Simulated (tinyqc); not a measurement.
# Zero-field barrier from two thresholds

Problem. The photoemission threshold over an interface barrier is Phi = P0 - sqrt(q F/(4 pi eps0 ei)). Find P0 and ei.

Constants: q = 1.602176634e-19 C, eps0 = 8.8541878128e-14 F/cm where lengths are in cm. Results are converted to the units shown.

thresholds at F = 0.7 and 3.3 MV/cm (eV): 4.0656119  3.8730738

Answer. Phi is linear in sqrt(F): the intercept is P0 and the slope gives ei.

P0 = 4.230 eV
ei = 3.730

Numbers from tinyqc (`OMP_NUM_THREADS=1 python tinyqc.py 2410005 2410006 out.jsonl`; about 0.01 s on one thread of a shared Intel Xeon 2.30GHz).
